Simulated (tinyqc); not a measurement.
Filling against narrowing: heavy doping: band filling, gap narrowing, band tails and the effective intrinsic density. Computed by tinyqc, a small Python program. Command: `OMP_NUM_THREADS=1 python tinyqc.py 3015765 3015766 out.jsonl gapnarrow walk`. One thread of a shared host (Intel(R) Xeon(R) Processor @ 2.30GHz), about 0.02 s of CPU time with the checks.

An n-type crystal above its Mott density, with all dopants ionised: n = N_D - N_A, ionised centres N_I = N_D + N_A. Valleys are taken as spherical with mass m_e.

Inputs (values chosen for the exercise, for a model semiconductor): electron mass m_e = 0.259 m_0; valleys M_c = 6; hole mass m_h = 0.616 m_0; dielectric constant eps = 14.7; donor density N_D = 8e+19 cm^-3; compensation ratio N_A/N_D = 0; temperature T = 300 K.

Conduction band: parabolic.

Constants: a_0 = 0.529177210903 angstrom; Ry = 13.605693123 eV; hbar^2/(2 m_0) = 3.80998212 eV angstrom^2; k_B = 8.617333262e-05 eV/K; e = 1.602176634e-19 C; eps_0 = 8.8541878128e-12 F/m; e^2/(4 pi eps_0) = 14.39964548 eV angstrom.

Method:
- n = N_D (1 - ratio); Ry* = Ry m_e/eps^2, a* = a_0 eps/m_e; r_s = (3/(4 pi n))^(1/3)/a*; k_F = (3 pi^2 n/M_c)^(1/3); Mott density (0.26/a*)^3.
- n = M_c (1/(2 pi^2)) (m_e/(hbar^2/2m_0))^(3/2) int sqrt(E) f dE, f = 1/(1 + exp((E - E_F)/k_B T)); trapezoid rule in t = sqrt(E/k_B T), step 0.02 up to 12; E_F by bisection from the band edge.
- Screening: q^2 = (e/(eps eps_0)) dn/dE_F. Exchange lowers the conduction band by (1/pi) k_F e^2/(4 pi eps_0 eps) (T = 0 Hartree-Fock at k_F, taken as a rigid shift). Screening raises the valence band by (q/2) e^2/(4 pi eps_0 eps) (static Coulomb hole). The narrowing is the sum; electron correlation and carrier-ion shifts are left out. Root-mean-square potential of randomly placed ions: V_rms = (e^2/(4 pi eps_0 eps)) sqrt(2 pi N_I/q).
- n p/n_i^2 = exp(narrowing/k_B T) x (n/N) exp(-E_F/k_B T), N being the limit of n exp(-E_F/k_B T) far below the edge (taken at E_F = -12 k_B T); apparent narrowing = k_B T ln(n p/n_i^2).
- The compensation ratio is held.

n = 8.00e+19 cm^-3

Mott density = 6.48730e+17 cm^-3

Against carrier density (energies in meV):
```
n (cm^-3)     E_F  narrowing  apparent narrowing   V_rms
8.00e+18   -19.82      38.92              35.254   28.89
1.60e+19     1.72      51.18              43.893   35.35
3.20e+19    26.77      65.48              51.056   44.08
5.60e+19    51.67      77.91              53.062   53.58
8.00e+19    71.03      86.05              51.064   61.15
1.30e+20   103.87      97.37              42.095   73.80
2.00e+20   141.83     107.82              25.716   87.71
3.20e+20   196.65     119.97              -4.796  106.28
```

What does the comparison show, and why?

Narrowing grows with exponent 0.23 between the last rows (exchange goes as n^(1/3), the Coulomb hole as n^(1/6) in a degenerate parabolic band) and E_F with 0.70 (2/3 for a parabolic band at T = 0). The apparent narrowing peaks at 53.1 meV near 5.6e19 cm^-3 and then falls, as E_F grows faster than the narrowing. In rows with E_F below 2 k_B T the T = 0 exchange term is overstated. Where V_rms is above half of E_F, band tails blur the edge by more than small net shifts.

Extremes, crossings and ranges named in words are read from the listed rows.
